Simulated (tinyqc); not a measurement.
From results back to parameters: Boltzmann transport in a parabolic band with a power-law relaxation time. Three cases, with inputs chosen for the exercise.

Problem. The Seebeck coefficient and the Hall density nH = n/rH are given; md is hidden (a Pisarenko analysis).

F_j(eta) = (1/Gamma(j + 1)) integral_0^infinity x^j dx/(1 + exp(x - eta)), which tends to exp(eta) for eta << 0.

n = N F_1/2(eta) with N = 2 (m kB T/(4 pi c))^(3/2) with c = hbar^2/2m0, in 1/angstrom^3; times 1e24 for 1/cm^3, m = md.

tau = tau0 x^r with x = E/kT. With K_j = Gamma(j + 1) F_j(eta): <tau> = tau0 (r + 3/2) K_(r+1/2)/((3/2) K_(1/2)); mu = <tau>/(mc m0/e), m0/e = 5.685630e-12 kg/C; Hall factor rH = (3/2) K_(1/2) (2r + 3/2) K_(2r+1/2)/((r + 3/2) K_(r+1/2))^2; Seebeck S = -(kB/e) [(r + 5/2) K_(r+3/2)/((r + 3/2) K_(r+1/2)) - eta]; Lorenz number L = (kB/e)^2 [(r + 7/2) K_(r+5/2)/((r + 3/2) K_(r+1/2)) - ((r + 5/2) K_(r+3/2)/((r + 3/2) K_(r+1/2)))^2]; kB/e in V/K. Valley anisotropy is left out of rH.

Constants: hbar^2/2m0 = 3.80998211 eV angstrom^2; kB = 8.617333262e-05 eV/K.

Case 1.

Values chosen (out of a larger set: masses near those of GaN; tau0 is set for a mobility of the usual size at this n, kL is a free input; freeze-out and phonon drag, which matter near 77 K, are left out; not measured data): r = -0.5 (exponent of tau); T = 400 K.

S = -308.940 microvolt/K
nH = 6.2713e+17 1/cm^3

Case 2.

Values chosen (out of a larger set: masses near those of Si; tau0 is set for a mobility of the usual size at this n, kL is a free input; freeze-out and phonon drag, which matter near 77 K, are left out; not measured data): r = -0.5 (exponent of tau); T = 77 K.

S = -650.177 microvolt/K
nH = 1.1886e+16 1/cm^3

Case 3.

Values chosen (out of a larger set: masses near those of Si; tau0 is set for a mobility of the usual size at this n, kL is a free input; freeze-out and phonon drag, which matter near 77 K, are left out; not measured data): r = -0.5 (exponent of tau); T = 300 K.

S = -655.318 microvolt/K
nH = 8.4902e+16 1/cm^3

Find: eta; rH; n; md.

Solution. S depends on eta alone and |S| falls steadily with it; eta gives rH and so n, and N = n/F_1/2(eta) gives md from N proportional to md^(3/2).

Case 1.

eta = -1.48
rH = 1.164
n = 7.3e+17 1/cm^3
md = 0.200 m0

Case 2.

eta = -5.54
rH = 1.178
n = 1.4e+16 1/cm^3
md = 1.064 m0

Case 3.

eta = -5.60
rH = 1.178
n = 1.0e+17 1/cm^3
md = 1.054 m0

Computed by tinyqc, one run a case: `OMP_NUM_THREADS=1 python tinyqc.py N N+1 out.jsonl` with N = 1680669, 1680701, 1680711; one thread of a shared Intel(R) Xeon(R) Processor @ 2.30GHz, about 0.01 s a run at most.
